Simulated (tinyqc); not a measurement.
What moves the results: two-band massive Dirac model of the K valleys. A value that a table varies takes the place of the one given here.

Basis (conduction, valence): H = [[D/2, a t (tau kx - i ky)], [a t (tau kx + i ky), -D/2 + lam tau sz]], valley tau = +/-1, spin sz = +/-1. The gap of a spin and valley is G = D - lam tau sz. Berry curvature Omega = curl of i<u|grad u>; for the conduction band Omega_c = -tau 2 a^2 t^2 G/(G^2 + 4 a^2 t^2 k^2)^(3/2), and Omega_v = -Omega_c.

Constants: hbar^2/2m0 = 3.80998211 eV angstrom^2.

Inputs chosen for the exercise (near those used for monolayer WS2; shifted at random, so the results belong to these values and not to a real crystal):
- a = 3.204 angstrom (lattice constant)
- D = 1.78 eV (gap parameter)
- t = 1.39 eV (effective hopping)
- lam = 0.216 eV (half the valence spin splitting)

## Away from the valley

Flavour tau = +1, sz = +1. Parabolic transition energy G + 2 a^2 t^2 k^2/G; degree of circular polarisation eta = 2 cos(theta)/(1 + cos^2(theta)). The last column is the Berry flux of the conduction band inside |k|, over 2 pi: -(1 - cos(theta))/2, cos(theta) = G/(transition energy).

Along |k|:

| \|k\| (1/angstrom) | transition (eV) | parabolic (eV) | Omega_c (angstrom^2) | eta | flux/2 pi |
|---|---|---|---|---|---|
| 0.000 | 1.5640 | 1.5640 | -16.217 | 1.0000 | 0.0000 |
| 0.025 | 1.5798 | 1.5799 | -15.736 | 0.9999 | -0.0050 |
| 0.050 | 1.6262 | 1.6274 | -14.427 | 0.9992 | -0.0191 |
| 0.075 | 1.7007 | 1.7067 | -12.613 | 0.9965 | -0.0402 |
| 0.100 | 1.7999 | 1.8176 | -10.641 | 0.9902 | -0.0655 |
| 0.150 | 2.0570 | 2.1347 | -7.128 | 0.9636 | -0.1198 |
| 0.200 | 2.3706 | 2.5785 | -4.657 | 0.9193 | -0.1701 |
| 0.300 | 3.0962 | 3.8467 | -2.090 | 0.8049 | -0.2474 |

The curvature halves at |k| = 0.135 1/angstrom, where 2 a t k = 0.766 G. At 0.3 the parabola is 751 meV too high, eta has fallen only to 0.805, and the flux has reached -0.247 of the -1/2 that a whole cone holds. The real bands leave this model beyond about 0.1 to 0.2 1/angstrom, where trigonal warping and other bands enter.

## Hole doping of the spin-split valence bands

The Fermi level lies E below the top of the valence band. kF for the upper and lower band of valley +1 from the two-band energy; each flavour holds kF^2/(4 pi) holes per area and both valleys count. Spin polarisation within one valley; Berry flux removed from valley +1, the sum of (1 - cos(theta_F))/2 with cos(theta_F) = G/sqrt(G^2 + 4 a^2 t^2 kF^2), in units of 2 pi.

Holes:

| E (meV) | kF upper (1/angstrom) | kF lower | p (1e12/cm^2) | spin polarisation in a valley | flux/2 pi |
|---|---|---|---|---|---|
| 54.0 | 0.0664 | 0.0000 | 7.01 | 1.000 | 0.0323 |
| 108.0 | 0.0954 | 0.0000 | 14.49 | 1.000 | 0.0607 |
| 216.0 | 0.1392 | 0.0000 | 30.85 | 1.000 | 0.1082 |
| 324.0 | 0.1756 | 0.0000 | 49.09 | 1.000 | 0.1465 |
| 410.4 | 0.2021 | 0.0000 | 65.02 | 1.000 | 0.1721 |
| 475.2 | 0.2210 | 0.0666 | 84.83 | 0.833 | 0.2097 |
| 648.0 | 0.2688 | 0.1552 | 153.36 | 0.500 | 0.3155 |
| 864.0 | 0.3252 | 0.2300 | 252.50 | 0.333 | 0.4135 |

Up to E = 2 lam = 432 meV, a density of 69.2e12/cm^2, only the upper band of this model is emptied and each valley is fully spin-polarised, oppositely in the two. Beyond it the polarisation falls, to 0.33 in the last row. The flux, times e^2/h, is in size the change of the Hall conductivity of one valley; the other valley cancels it in the charge current. Rows with kF above about 0.2 1/angstrom lie beyond the range of the model, and in real layers the valley at Gamma, close below in MoS2 and WS2, can take holes as well.

## What each parameter does

Flavour tau = sz = +1 at k = 0: gap G, mass c G/(a t)^2 with c = hbar^2/2m0, Omega_c, and the B - A splitting 2 lam. Each row changes one parameter from the base and keeps the others.

Results:

| case | G (eV) | mass (m0) | Omega_c (angstrom^2) | B - A (eV) |
|---|---|---|---|---|
| base | 1.5640 | 0.3004 | -16.217 | 0.4320 |
| a = 3.2681 angstrom | 1.5640 | 0.2888 | -16.872 | 0.4320 |
| D = 1.602 eV | 1.3860 | 0.2662 | -20.650 | 0.4320 |
| t = 1.251 eV | 1.5640 | 0.3709 | -13.136 | 0.4320 |
| lam = 0.324 eV | 1.4560 | 0.2797 | -18.712 | 0.6480 |

The largest shifts from the base row, up to three for each result and ties (the steps differ in size, so this ranks the rows, not the parameters). G (eV): D -0.1780, lam -0.1080; unchanged at the printed digits by a and t. mass (m0): t +0.0705, D -0.0342, lam -0.0207. Omega_c (angstrom^2): D -4.433, t +3.081, lam -2.495. B - A (eV): lam +0.2160; unchanged at the printed digits by a, D and t. The mass goes as G/(a t)^2 and the curvature as (a t)^2/G^2, so their product is -2c/G.

(tinyqc, `OMP_NUM_THREADS=1 python tinyqc.py 1480329 1480330 out.jsonl`, Intel(R) Xeon(R) Processor @ 2.30GHz, 1 thread, shared host, about 0.01 s.)
